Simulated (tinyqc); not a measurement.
From one set of inputs to another, one input at a time: four-point probe, van der Pauw, Hall and spreading-resistance readings of a semiconductor layer. Computed by tinyqc, a small Python program. Command: `OMP_NUM_THREADS=1 python tinyqc.py 3113861 3113862 out.jsonl probe ladder`. One thread of a shared host (Intel(R) Xeon(R) Processor @ 2.30GHz), about 0.01 s of CPU time with the checks.

The layer is uniform and ohmic; contacts are points unless a radius is given.

The inputs printed are set A. Set A is modelled on p-type silicon; the values taken over come from a set modelled on n-type silicon. Inputs not listed in the table keep their values of set A, so the rows need not describe a real material.

Inputs (values chosen for the exercise, modelled on p-type silicon):
```
quantity                                        value        unit
carrier density n                             9.2e+16      1/cm^3
drift mobility mu                                 250  cm^2/(V s)
layer thickness t                                 450  micrometre
probe spacing s                                 1.588          mm
current I                                           2          mA
side ratio a/b of the van der Pauw rectangle      2.4           -
magnetic field B                                 0.22           T
Hall factor r_H                                  0.91           -
```

Backing of the layer: insulating.

Constants: e = 1.602176634e-19 C.

Method:
- rho = 1/(e n mu); R_s = rho/t.
- Collinear probes with equal spacing on a layer with insulating backing: images at depth 2 m t give V = (rho I/(2 pi s)) G, G = 1 + 4 sum_(m>=1) [1/sqrt(1 + (2 m u)^2) - 1/sqrt(4 + (2 m u)^2)], u = t/s; the sum runs to m = 20000, with the tail 3/(32 u^3 M^2) added to the sum for M = 20000.
- Limits: thick, rho = 2 pi s V/I; thin on an insulator, rho = (pi/ln 2) t V/I.
- Thin rectangle with point contacts at the corners; for R_B current and voltage contacts lie along the two sides of length a, for R_A along those of length b: exp(-pi R_A/R_s) = (theta_4/theta_3)^4, exp(-pi R_B/R_s) = (theta_2/theta_3)^4 with q = exp(-pi a/b), theta_2 = 2 sum_(m>=0) q^((m + 1/2)^2), theta_3 = 1 + 2 sum_(m>=1) q^(m^2), theta_4 = 1 + 2 sum_(m>=1) (-1)^m q^(m^2).
- V_H = r_H I B/(e n t); apparent density n/r_H; Hall mobility r_H mu; Hall angle tan = r_H mu B (SI).

Each row keeps all changes above it:
```
input moved                                      from       to  rho by the thin formula (ohm cm)  Hall voltage (mV)  R_B (ohm)
set A                                               -        -                            0.2714           0.060365      9.159
current I (mA)                                      2      0.1                            0.2714           0.003018      9.159
layer thickness t (micrometre)                    450      370                            0.2714           0.003671     11.139
side ratio a/b of the van der Pauw rectangle      2.4      2.5                            0.2714           0.003671     11.870
magnetic field B (T)                             0.22     0.41                            0.2714           0.006841     11.870
carrier density n (1/cm^3)                    9.2e+16  1.2e+16                            2.0805           0.052448     91.005
drift mobility mu (cm^2/(V s))                    250     1310                            0.3970           0.052448     17.367
```

Which inputs carry the difference?

rho by the thin formula goes from 0.271 to 0.397, a factor 1.46 in all. The largest single move comes from carrier density n (a factor 7.67), and drift mobility mu works against it (a factor 0.191). Hall voltage goes from 0.0604 to 0.0524, a factor 0.869 in all. The largest single move comes from current I (a factor 0.0500), and carrier density n works against it (a factor 7.67). R_B goes from 9.16 to 17.4, a factor 1.90 in all. The largest single move comes from carrier density n (a factor 7.67), and drift mobility mu works against it (a factor 0.191). The single moves hold for this order of the switches; the total does not depend on the order.

Extremes, crossings and ranges named in words are read from the listed rows.
